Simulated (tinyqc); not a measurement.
# Vacuum evaporation: vapour pressure, source flux, thickness distribution, purity and step coverage, step by step

A worked calculation. Computed by tinyqc, a small Python program that keeps every step. Command: `OMP_NUM_THREADS=1 python tinyqc.py 3112837 3112838 out.jsonl evap walk`. One thread of a shared host (Intel(R) Xeon(R) Processor @ 2.30GHz), about 0.01 s of CPU time with the checks. Intermediate numbers are printed to about 7 digits and carried at full precision; extremes and crossings named in words are read from the listed rows.

Molecular flow, unit sticking of the metal, no re-evaporation. The background gas is taken as water vapour (18.015 g/mol, collision diameter 0.37 nm) at 300 K.

Inputs (values chosen for the exercise, modelled on gallium, with constants for the liquid): molar mass M = 69.72 g/mol; film density rho = 5.91 g/cm^3; vapour-pressure constant A = 10.68; vapour-pressure constant B = 14010 K; source temperature T = 1240 K; source area = 0.82 cm^2; directionality n = 2; source-to-wafer distance h = 36 cm; wafer radius R = 7.5 cm; source offset from the axis s/h = 0.25; background pressure p = 6e-07 Pa; sticking of background gas = 0.7; aspect ratio of a trench = 3.7.

Constants: u = 1.6605390666e-27 kg; k_B = 1.380649e-23 J/K; R = 8.314462618 J/(mol K).

## Vapour pressure and flux

log10(p_v/Pa) = A - B/T; flux from the surface Phi = p_v/sqrt(2 pi m k_B T), m = M u. Mass loss = Phi x area x m; heat of evaporation = ln(10) R B; d ln Phi/dT = ln(10) B/T^2 - 1/(2 T).

vapour pressure p_v = 0.2407758 Pa

flux Phi = 2.157582e+17 1/(cm^2 s)

mass loss = 0.07373778 g/h

heat of evaporation = 268.2181 kJ/mol

change of flux per kelvin = 2.057701 %/K

Holding the rate to 1 % needs the temperature to about 0.49 K.

## Rate and uniformity on a fixed wafer above the source

A small source emits (n + 1) Phi area cos^n(phi)/(2 pi) per solid angle; on a parallel plane at height h and lateral distance l the arrival rate is (n + 1) Phi area/(2 pi h^2) x (1 + (l/h)^2)^(-(n + 3)/2). Growth rate = arrival rate x m/rho, m = M u. The wafer is fixed and centred above the source.

arrival rate at the centre = 6.518047e+13 1/(cm^2 s)

growth rate at the centre = 0.01276840 nm/s

edge over centre = 0.8992284

non-uniformity (max - min)/(max + min) = 5.305922 %

share of the material that lands on the wafer, 1 - (1 + (R/h)^2)^(-(n + 1)/2) = 6.174256 %

## Offset source and rotation

Rotating wafer, source offset by s and facing upwards: thickness at radius r is the mean over the angle a of (1 + (r^2 + s^2 - 2 r s cos a)/h^2)^(-(n + 3)/2), by 360 equal steps; non-uniformity (max - min)/(max + min) over 21 radii from 0 to R.

centre thickness relative to an axial source = 0.8593650

edge over centre, rotating = 0.9225559

non-uniformity, rotating = 4.028186 %

## Choosing the offset

The curvature at the centre vanishes at s/h = sqrt(2/(n + 3)).

Against the offset:
```
s/h  centre thickness  edge over centre  non-uniformity (%)
0.0          1.000000          0.899228            5.305922
0.2          0.906602          0.914628            4.458955
0.4          0.690009          0.951701            2.474727
0.5          0.572433          0.972486            1.394868
0.6          0.463610          0.991932            0.405057
0.7          0.369007          1.008727            0.434470
0.8          0.290329          1.022276            1.101545
0.9          0.226884          1.032537            1.600790
1.1          0.137727          1.044585            2.180649
```

The best row, s/h = 0.6, has 0.41 % against 5.3 % on the axis, at the price of a rate lower by a factor 2.16; the small-wafer optimum is sqrt(2/(n + 3)) = 0.63.

## Scattering and purity

Mean free path lambda = k_B T_g/(sqrt2 pi d^2 p); unscattered share exp(-h/lambda); gas arrival p/sqrt(2 pi m_g k_B T_g); impurity ratio = sticking x gas arrival/metal arrival; monolayer time = 1e15 cm^-2/(sticking x gas arrival).

mean free path = 11349.72 m

unscattered share = 0.9999683

gas arrival rate = 2.150391e+12 1/(cm^2 s)

impurity ratio = 0.02309393

monolayer time = 664.3311 s

## A trench at the wafer edge

Fixed wafer, axial point source, trench running tangentially at r = R: the beam arrives at tan(a) = R/h. Shadowed share of the floor = aspect ratio x tan(a) (at most 1); the wall facing the source grows at tan(a) times the field rate, the other wall not at all.

angle a = 11.76829 degrees

shadowed share of the floor = 0.7708333

wall over field thickness = 0.2083333

Checks made by the program: share on the wafer by quadrature (relative difference 3e-09).
